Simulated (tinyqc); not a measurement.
Inside a calculation. Method: inverse iteration on a symmetric matrix. One step of it, computed by the program tinyqc.

Problem. Step 3. solve (A - shift) w = v; v' = w/|w| with its largest component positive (the first on a tie); lambda = v'^T A v'.

A:
$$\begin{pmatrix}
0.466000 & -0.038000 & -0.970000 & -0.071000 \\
-0.038000 & 1.024000 & -0.420000 & 0.809000 \\
-0.970000 & -0.420000 & 2.510000 & 0.494000 \\
-0.071000 & 0.809000 & 0.494000 & 2.836000
\end{pmatrix}$$

vector after step 2: [0.534886, 0.722200, 0.329912, 0.288931]

shift = 1.480000

Give: vector after step 3; Rayleigh quotient after step 3.

Solution.

vector after step 3: [-0.3396, -0.4694, -0.4174, 0.7001]

Rayleigh quotient after step 3 = 0.8683
